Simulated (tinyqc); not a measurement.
Pair-potential crystal by lattice sums: one step, computed by the program tinyqc. Command: `OMP_NUM_THREADS=1 python tinyqc.py 3002765 3002766 out.jsonl pairsum walk`. One thread of a shared host (Intel(R) Xeon(R) Processor @ 2.30GHz), about 0.01 s of CPU time with the checks.

Energy per atom E = (1/2) sum over neighbours of phi(r); d is the nearest-neighbour distance.

Task: Energy and virial pressure. E = (1/2) sum count x phi; P = -(1/(6 Omega)) sum count x r phi', Omega = 0.707107 d^3.

Inputs (values chosen for the exercise, for model atoms): pair minimum r0 = 3.96 angstrom; trial neighbour distance d/r0 = 0.994.

Potential: Morse. Structure: hcp.

Shells:

| shell | count | r (angstrom) | phi (eV) | phi' (eV/angstrom) | phi'' (eV/angstrom^2) |
|---|---|---|---|---|---|
| 1 | 12 | 3.936240 | -0.03107276 | -0.005392536 | 0.2413837 |
| 2 | 6 | 5.566684 | -0.00309845 | 0.005630524 | -0.0098336 |
| 3 | 2 | 6.427853 | -0.00062067 | 0.001191863 | -0.0021949 |
| 4 | 18 | 6.817768 | -0.00028960 | 0.000578093 | -0.0010815 |
| 5 | 12 | 7.537326 | -0.00006253 | 0.000145476 | -0.0002892 |
| 6 | 6 | 7.872480 | -0.00002714 | 0.000073114 | -0.0001561 |
| 7 | 12 | 8.801700 | -0.00000026 | 0.000003649 | -0.0000282 |

Constants: 1 eV/angstrom^3 = 160.2176634 GPa.

Give: energy at the trial distance; pressure at the trial distance.

Result:

energy at the trial distance = -0.19942 eV/atom

pressure at the trial distance = -0.022667 GPa

The pressure is negative, so the lattice wants to contract.
